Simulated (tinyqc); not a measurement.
Frequency dispersion of an accumulation capacitance by border traps, distributed model: two steps of the calculation.

Traps spread evenly through the insulator exchange electrons with the semiconductor by tunnelling, with tau(x) = t0 exp(2 ka x) at depth x from the interface. The admittance per area Y seen at depth x obeys dY/dx = -Y^2/(i w eps0 eox) + q Nb ln(1 + i w tau)/tau, with Y(0) = i w Cs and w = 2 pi f; the gate sees Y(tox) = G + i w C. Working variable y = Y/(i w), in uF/cm^2. Cox = eps0 eox/tox.

Parameters, values chosen for the exercise; permittivity close to that of zirconium oxide:
```
symbol   value         unit                                               meaning
eox       21.5                             relative permittivity of the insulator
tox         11           nm                                   insulator thickness
Cs         1.4      uF/cm^2             semiconductor capacitance in accumulation
Nb      1.9e19  cm^-3 eV^-1                               density of border traps
ka         6.4         1/nm  decay constant of the wave function in the insulator
t0        7e-9            s              time constant of a trap at the interface
f          100           Hz                                             frequency
xe         1.4           nm               depth down to which the steps are taken
```

Constants: q = 1.602176634e-19 C, eps0 = 8.8541878128e-14 F/cm where lengths are in cm. Results are converted to the units shown.

Problem 1. Scales and lumped estimate. Cox; trap-free value 1/(1/Cox + 1/Cs); response depth d = ln(1/(w t0))/(2 ka), where w tau = 1; lumped estimate: all traps within d act as C_bt = q Nb d placed at d/2, so C = 1/{1/[1/(1/Cs + d/(2 eps0 eox)) + C_bt] + (tox - d/2)/(eps0 eox)}.

Give: Cox; trap-free C; d; C_bt; lumped C.

Solution 1.

Cox = 1.731 uF/cm^2
trap-free C = 0.7739 uF/cm^2
d = 0.9636 nm
C_bt = 0.2933 uF/cm^2
lumped C = 0.8619 uF/cm^2

The traps within reach amount to 0.210 Cs and lie in the first 8.76 % of the insulator.

Problem 2. Capacitance and conductance at the gate. Beyond xe the traps are ignored, so 1/y(tox) = 1/y(xe) + (tox - xe)/(eps0 eox); C = Re y, G/w = -Im y, loss tangent G/(w C).

y at xe = 1.5473405-0.0345476i uF/cm^2

Find: y at the gate; C; G/w; loss tangent.

Solution 2.

y at the gate = 0.8692-0.0109i uF/cm^2
C = 0.8692 uF/cm^2
G/w = 0.01090 uF/cm^2
loss tangent = 0.01254

Computed by the program tinyqc: `OMP_NUM_THREADS=1 python tinyqc.py 2202137 2202138 out.jsonl`, one thread of a shared Intel Xeon 2.30GHz, about 0.7 s for the whole run.
